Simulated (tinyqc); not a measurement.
## Electron continuity equation in a given potential, Scharfetter-Gummel discretisation: current and errors against the applied potential

Steady state in one dimension: J = q mu n E + q D dn/dx with E = -dpsi/dx and D = mu Vt, dJ/dx = 0, fixed densities nL and nR at the ends. The potential is given, psi = U (x/L)^2, and is not changed by the electrons.

10 equal intervals. Fluxes J_i = (q D/h)(n_(i+1) P_i - n_i Q_i), d_i = (psi_(i+1) - psi_i)/Vt: Scharfetter-Gummel P = B(d), Q = B(-d), B(d) = d/(exp(d) - 1); central P = 1 - d/2, Q = 1 + d/2; upwind P = 1 + max(-d, 0), Q = 1 + max(d, 0). Balance at each inner node: J_i - J_(i-1) = 0. The reference is Scharfetter-Gummel on 4000 intervals or more. Errors are those of J on the first interval against the reference at its midpoint; errors under 1e-6 % are printed as 0.

Inputs (values chosen for the exercise); mobility that of a made-up semiconductor:
- T = 250 K (temperature)
- mu = 3880 cm^2/(V s) (electron mobility)
- L = 0.12 um (length of the region)
- nL = 5.2e14 cm^-3 (density at x = 0)
- nR = 0 cm^-3 (density at x = L)

Constants: q = 1.602176634e-19 C, kB = 1.380649e-23 J/K, Vt = kB T/q. Results are converted to the units shown.

Current and errors against the applied potential:
```
U (V),largest |d|,reference J (A/cm^2),SG error (%),central error (%),upwind error (%),"most negative central n (cm^-3), 0 if none"
0.011,0.09701,-680.3,0.0851,0.0636,2.03,0
0.043,0.3792,-969.5,0.333,0.193,4.15,0
0.11,0.9701,-1482,0.854,0.610,5.27,0
0.22,1.940,-2093,1.71,1.28,7.48,0
0.32,2.822,-2524,2.50,1.87,9.43,0
0.47,4.145,-3059,3.69,2.76,12.1,0
0.65,5.733,-3597,5.13,3.83,15.1,0
0.97,8.555,-4394,7.73,5.74,20.1,0
```

The reference current falls from -680 to -4390 A/cm^2. The largest errors in size are 7.7 % (Scharfetter-Gummel), 5.7 % (central) and 20 % (upwind).

Range of the model: The drift velocity mu E exceeds 1e7 cm/s somewhere, where real mobilities no longer stay constant.

tinyqc, about 0.01 s, one thread, Intel Xeon 2.30GHz (shared host): `OMP_NUM_THREADS=1 python tinyqc.py 2220003 2220004 out.jsonl`
